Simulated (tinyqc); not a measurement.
Inside a calculation. Method: CIS on RHF in the 6-311g basis, for H2, spin multiplicity 1. One step of it, computed by the program tinyqc.

Question. CIS matrix, singlets. A(ia,jb) = (e_a - e_i) d_ij d_ab + 2 (ia|jb) - (ij|ab).

orbital energies (hartree): MO1 -0.519241, MO2 0.115782, MO3 0.331185, MO4 0.540255, MO5 2.525644, MO6 2.660825

Two-electron integrals over orbitals (pq|rs), unique and non-zero (hartree):
```
(11|11) 0.559796    (21|21) 0.077496    (22|11) 0.373282    (22|22) 0.320665
(31|11) -0.117918   (31|22) -0.041855   (31|31) 0.053754    (32|21) 0.010699
(32|32) 0.028439    (33|11) 0.354101    (33|22) 0.282802    (33|31) -0.039768
(33|33) 0.281042    (41|21) -0.075807   (41|32) 0.011745    (41|41) 0.093641
(42|11) -0.139877   (42|22) -0.063273   (42|31) 0.049849    (42|33) -0.052855
(42|42) 0.067064    (43|21) 0.054180    (43|32) 0.012544    (43|41) -0.050918
(43|43) 0.044867    (44|11) 0.447131    (44|22) 0.336462    (44|31) -0.079421
(44|33) 0.304622    (44|42) -0.100640   (44|44) 0.387672    (51|21) -0.028507
(51|32) 0.020573    (51|41) 0.052077    (51|43) -0.027915   (51|51) 0.071623
(52|11) -0.029893   (52|22) 0.003988    (52|31) 0.025156    (52|33) -0.006644
(52|42) 0.014369    (52|44) -0.021353   (52|52) 0.031115    (53|21) 0.034954
(53|32) -0.009704   (53|41) -0.047228   (53|43) 0.024598    (53|51) -0.040733
(53|53) 0.031326    (54|11) 0.122788    (54|22) 0.042661    (54|31) -0.056468
(54|33) 0.046235    (54|42) -0.054325   (54|44) 0.087550    (54|52) -0.042023
(54|54) 0.082333    (55|11) 0.585215    (55|22) 0.388896    (55|31) -0.137924
(55|33) 0.359445    (55|42) -0.160055   (55|44) 0.481779    (55|52) -0.064807
(55|54) 0.181203    (55|55) 0.708858    (61|11) -0.057239   (61|22) -0.019800
(61|31) 0.036470    (61|33) -0.017797   (61|42) 0.032529    (61|44) -0.052343
(61|52) 0.038984    (61|54) -0.065174   (61|55) -0.126854   (61|61) 0.068551
(62|21) -0.015013   (62|32) 0.008716    (62|41) 0.026064    (62|43) -0.016649
(62|51) 0.038528    (62|53) -0.020105   (62|62) 0.022972    (63|11) 0.084724
(63|22) 0.039580    (63|31) -0.033957   (63|33) 0.031822    (63|42) -0.038025
(63|44) 0.064464    (63|52) -0.020049   (63|54) 0.047660    (63|55) 0.122079
(63|61) -0.038031   (63|63) 0.032020    (64|21) 0.033787    (64|32) -0.020146
(64|41) -0.055193   (64|43) 0.026359    (64|51) -0.062456   (64|53) 0.039514
(64|62) -0.034416   (64|64) 0.061063    (65|21) 0.119763    (65|32) -0.012940
(65|41) -0.144936   (65|43) 0.089541    (65|51) -0.118226   (65|53) 0.090607
(65|62) -0.063713   (65|64) 0.116951    (65|65) 0.293631    (66|11) 0.589453
(66|22) 0.382580    (66|31) -0.137178   (66|33) 0.361797    (66|42) -0.160738
(66|44) 0.478970    (66|52) -0.065505   (66|54) 0.179687    (66|55) 0.699985
(66|61) -0.117097   (66|63) 0.118217    (66|66) 0.702867
```

Give: CIS matrix A, singlet.

Answer.

CIS matrix A, singlet (hartree), order 1>2, 1>3, 1>4, 1>5, 1>6:
$$\begin{pmatrix}
0.4167 & 0.0000 & -0.0117 & -0.0271 & 0.0000 \\
0.0000 & 0.6038 & 0.0000 & 0.0000 & -0.0118 \\
-0.0117 & 0.0000 & 0.7996 & -0.0186 & 0.0000 \\
-0.0271 & 0.0000 & -0.0186 & 2.6029 & 0.0000 \\
0.0000 & -0.0118 & 0.0000 & 0.0000 & 2.7277
\end{pmatrix}$$
